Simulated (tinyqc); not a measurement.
# A square-lattice strip 3 sites wide, recursive Green functions: effects of single changes

The device has N = 3 slices of 3 site(s), nearest-neighbour hopping -t, and site energies U; the leads are semi-infinite continuations with site energy 0. V = <i+1|H|i> = -t 1.

Parameters, values chosen for the exercise: hopping (matrix element -t) t = 1 eV; site energies, slice by slice (3 a slice) U = [0.36, -0.77, 0.21, 1.05, 0.75, 0.22, 0.47, -0.65, 0.56] eV; energy E = -2.43 eV.

Each table varies one quantity; the others keep the values above.

## The device repeated

Transverse modes n = 1..3: chi_n(j) = sqrt(2/4) sin(pi n j/4), energy e_n = -2 t cos(pi n/4). Sigma = t^2 sum_n chi_n chi_n^T g(E - e_n), g(x) = (x - i sqrt(4 t^2 - x^2))/(2 t^2) for |x| < 2 t and (x - sign(x) sqrt(x^2 - 4 t^2))/(2 t^2) otherwise; Gamma = i (Sigma - Sigma^dagger); both leads give the same. Forward pass: g_1 = (E - H_1 - Sigma)^(-1), g_i = (E - H_i - V g_(i-1) V^dagger)^(-1), with Sigma also subtracted on the last slice; G_(i,1) = g_i V G_(i-1,1), starting from g_1. H_i is the block of slice i: its site energies on the diagonal and -t between neighbouring rows. T(E) = Tr[Gamma G_(N,1) Gamma G_(N,1)^dagger]. The list U is repeated k times, so the device has k N slices.

Results:
```
k        T(E)   ln T(E)
1     0.80619  -0.21544
2     0.43609  -0.82991
4    0.073541   -2.6099
5    0.027595   -3.5901
6    0.010200   -4.5854
8   0.0013752   -6.5891
10  1.8471e-4   -8.5967
12  2.4797e-5   -10.605
```

Estimate the missing row, k = 3.

Computed row:
```
k     T(E)  ln T(E)
3  0.18832  -1.6696
```

With this row back in the table: T(E) falls from 0.806 to 2.48e-5; over the last rows ln T(E) drops by a steady 1.00 a repeat: the energy lies in a gap of the periodic structure that the repeats form, with a decay length of 5.98 slices for the amplitude.

## Effect of the strength of the potential

Same model as above.

All U are multiplied by the factor sc.

Result of one run:
```
sc       T(E)  reflection, modes - T(E)
1.75  0.50867                   0.49133
```

What becomes of these results when the scale factor of the potential sc is changed from 1.75 to 1.25, all else the same?

Result of the changed run:
```
sc       T(E)  reflection, modes - T(E)
1.25  0.71680                   0.28320
```

The whole series:
```
sc       T(E)  reflection, modes - T(E)
0      1.0000                         0
0.25  0.98520                  0.014799
0.5   0.94425                  0.055748
0.75  0.88298                   0.11702
1     0.80619                   0.19381
1.25  0.71680                   0.28320
1.5   0.61667                   0.38333
1.75  0.50867                   0.49133
2     0.39854                   0.60146
```

T(E) falls from 1.00 to 0.399. At sc = 0 the device equals the leads and transmits all 1 open mode(s). Between the first two non-zero rows the reflection goes as sc^(1.91); weak scattering gives sc^2.

## Transmission against energy

Same model as above.

Result of one run:
```
E (eV)  open modes    T(E)  T(E) per open mode
-3.31            1  0.9232              0.9232
```

What becomes of these results when the energy E is changed from -3.31 to 2.76 eV, all else the same?

Result of the changed run:
```
E (eV)  open modes    T(E)  T(E) per open mode
2.76             1  0.7418              0.7418
```

The whole series:
```
E (eV)  open modes    T(E)  T(E) per open mode
-3.31            1  0.9232              0.9232
-2.76            1  0.8447              0.8447
-2.21            1  0.7840              0.7840
-1.66            2   1.054              0.5270
-1.1             2   1.471              0.7357
-0.55            3   1.848              0.6161
0                3   2.092              0.6975
0.55             3   1.948              0.6493
1.1              2   1.828              0.9142
1.66             2   1.731              0.8655
2.21             1  0.9292              0.9292
2.76             1  0.7418              0.7418
3.31             1  0.4317              0.4317
```

T(E) lies between 0.432 (E = 3.31 eV) and 2.09 (E = 0 eV) in these rows. The leads offer 1 to 3 open mode(s), of which the mean share 0.74 is transmitted.

Numbers from tinyqc (`OMP_NUM_THREADS=1 python tinyqc.py 2660009 2660010 out.jsonl`; about 0.01 s on one thread of a shared Intel Xeon 2.30GHz).
